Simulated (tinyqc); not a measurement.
Inside a calculation. Model: floating body of a partially depleted SOI transistor: body voltage and kink.

Numbers from tinyqc (`OMP_NUM_THREADS=1 python tinyqc.py 2182139 2182140 out.jsonl`; about 0.2 s on one thread of a shared Intel Xeon 2.30GHz). Printed values are rounded.

Source at 0 V. Channel current Ic = 2 nf K Vt^2 [F(0) - F(Vd)](1 + la Vd), F(V) = ln^2(1 + exp((Vg - VT - nf V)/(2 nf Vt))), VT = VT0 - gb Vb. Saturation voltage Vs = 2 Vt sqrt(F(0)) + 3 Vt, excess Ve = (Vd - Vs + sqrt((Vd - Vs)^2 + 0.0004 V^2))/2, multiplication M1 = Ai Ve exp(-Bl/Ve). Each junction passes D(v) = J1 (exp(v/Vt) - 1) + J2 (exp(v/(2 Vt)) - 1). Bipolar current Ib = bb J1 (exp(Vb/Vt) - 1). The body settles where M1 (Ic + Ib) = D(Vb) + D(Vb - Vd) + Vb/Rb; drain current Id = (1 + M1)(Ic + Ib) - D(Vb - Vd).

Values chosen for this exercise; values of the order met in partially depleted silicon-on-insulator transistors:
```
symbol   value         unit                                                                                            meaning
T          330            K                                                                                        temperature
VT0       0.45            V                                                                     threshold at zero body voltage
gb        0.31                                                                  fall of the threshold per volt of body voltage
nf        1.19                                                                                                    slope factor
K          100  uA/(V^2 um)                                                                              gain factor per width
la        0.05          1/V                                                                   channel-length modulation factor
Ai        3.11          1/V                                                                        impact-ionisation prefactor
Bl         7.4            V                                                                          impact-ionisation voltage
J1       1e-12        uA/um                                                      diffusion saturation current of each junction
J2      1.5e-7        uA/um                                                  recombination saturation current of each junction
bb         0.5                                                 gain of the lateral bipolar transistor on the diffusion current
Rb         2e5      kohm um  resistance of a weak body tie to the source (1e9 stands for no tie, and the term is then dropped)
Vg        0.52            V                                                                                       gate voltage
Vd         1.4            V                                                                                      drain voltage
```

Constants: q = 1.602176634e-19 C, kB = 1.380649e-23 J/K, Vt = kB T/q. Results are converted to the units shown.

Range of the model: The multiplication law is an empirical form chosen for the exercise; self-heating and capacitive coupling to the body are left out, and the linear laws are rough once Vb passes about 0.7 V or M1 about 0.1.

## Starting value

Vb = 0.71 V.

Vb at the start = 0.71 V

## Iteration 1: new Vb

Current into the body I_in = M1 (Ic + Ib) - D(Vb - Vd), current out I_out = D(Vb) + Vb/Rb; f = ln(I_in/I_out), s = df/dVb by central differences over 1e-5 V, Vb(new) = Vb - f/s.

Ic = 3.80773 uA/um
Ve = 1.07022 V
M1 = 0.00330620
I_in = 0.0127045 uA/um
I_out = 0.112836 uA/um
f = -2.18398
s = -27.4317 1/V
Vb after iteration 1 = 0.630385 V

## Iteration 2: new Vb

As before.

Ic = 3.19894 uA/um
Ve = 1.09062 V
M1 = 0.00383441
I_in = 0.0122743 uA/um
I_out = 0.0171571 uA/um
f = -0.334907
s = -18.5107 1/V
Vb after iteration 2 = 0.612292 V

## Iteration 3: new Vb

As before.

Ic = 3.06849 uA/um
Ve = 1.09524 V
M1 = 0.00396238
I_in = 0.0121631 uA/um
I_out = 0.0124101 uA/um
f = -0.0201044
s = -16.2978 1/V
Vb after iteration 3 = 0.611059 V

## Course of the iteration

Stop when the step is below 1e-10 V, or after 40 iterations.

Course of the iteration:
```
iteration  Vb before the step (V)   step (V)
1                            0.71    -0.0796
2                        0.630385    -0.0181
3                        0.612292   -1.23e-3
4                        0.611059   -5.67e-6
5                        0.611053  -1.20e-10
6                        0.611053          0
```

Converged in 6 iterations.

## Drain current with floating and with grounded body

converged Vb = 0.611053 V

Id and VT at the converged Vb, Id at Vb = 0, their ratio, and the bipolar share Ib/(Ic + Ib).

VT = 0.260574 V
Id, floating = 3.07289 uA/um
Id, grounded = 0.372529 uA/um
ratio = 8.24873
bipolar share = 0.0350898 %

The body rises to 0.611 V and lowers the threshold by 189 mV.
